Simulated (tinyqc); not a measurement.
Choosing the offset: vacuum evaporation: vapour pressure, source flux, thickness distribution, purity and step coverage. Computed by tinyqc, a small Python program. Command: `OMP_NUM_THREADS=1 python tinyqc.py 3112276 3112277 out.jsonl evap walk`. One thread of a shared host (Intel(R) Xeon(R) Processor @ 2.30GHz), about 0.01 s of CPU time with the checks.

Molecular flow, unit sticking of the metal, no re-evaporation. The background gas is taken as water vapour (18.015 g/mol, collision diameter 0.37 nm) at 300 K.

Inputs (values chosen for the exercise, modelled on germanium, with constants for the liquid): directionality n = 3; source-to-wafer distance h = 62 cm; wafer radius R = 10 cm.

Method. Rotating wafer, source offset by s and facing upwards: thickness at radius r is the mean over the angle a of (1 + (r^2 + s^2 - 2 r s cos a)/h^2)^(-(n + 3)/2), by 360 equal steps; non-uniformity (max - min)/(max + min) over 21 radii from 0 to R. The curvature at the centre vanishes at s/h = sqrt(2/(n + 3)).

Against the offset:
```
s/h  centre thickness  edge over centre  non-uniformity (%)
0.0            1.0000            0.9258              3.8504
0.2            0.8890            0.9388              3.1547
0.4            0.6407            0.9696              1.5433
0.5            0.5120            0.9865              0.6786
0.6            0.3975            1.0021              0.1046
0.7            0.3023            1.0153              0.7596
0.8            0.2267            1.0258              1.2713
0.9            0.1686            1.0335              1.6458
1.1            0.0926            1.0420              2.0582
```

What does the comparison show, and why?

The best row, s/h = 0.6, has 0.10 % against 3.9 % on the axis, at the price of a rate lower by a factor 2.52; the small-wafer optimum is sqrt(2/(n + 3)) = 0.58.

Extremes, crossings and ranges named in words are read from the listed rows.
